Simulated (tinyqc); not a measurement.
# Gap and radiative efficiency from Jsc and Voc

Question. Photon flux above E from a black body at temperature T into a hemisphere: Phi(E, T) = A sum_k exp(-k E/th)[E^2 th/k + 2 E th^2/k^2 + 2 th^3/k^3], k = 1, 2, ..., with th = kB T/q in eV and A = 2 pi q^3/(h^3 c^2). A cell with a sharp absorption edge has Jsc = q F Phi(Eg, Ts) and Voc = Vt ln(1 + Jsc/J0), J0 = q ge Phi(Eg, T)/ERE. Find Eg and ERE.

Parameters, values chosen for the exercise: cell temperature T = 350 K; emitter temperature Ts = 1600 K; share of the hemisphere filled by the emitter F = 0.26; number of faces that emit ge = 1.

Constants: q = 1.602176634e-19 C, kB = 1.380649e-23 J/K, h = 6.62607015e-34 J s, c = 299792458 m/s, Vt = kB T/q. Results are converted to the units shown.

Jsc = 589.812733 mA/cm^2
Voc = 0.777386456 V

Answer. Phi falls steadily with E, so Jsc fixes Eg; Voc gives J0, and its ratio to the radiative dark current is 1/ERE.

Eg = 0.9800 eV
ERE = 1.000

Numbers from tinyqc (`OMP_NUM_THREADS=1 python tinyqc.py 2820109 2820110 out.jsonl`; about 0.01 s on one thread of a shared Intel Xeon 2.30GHz).
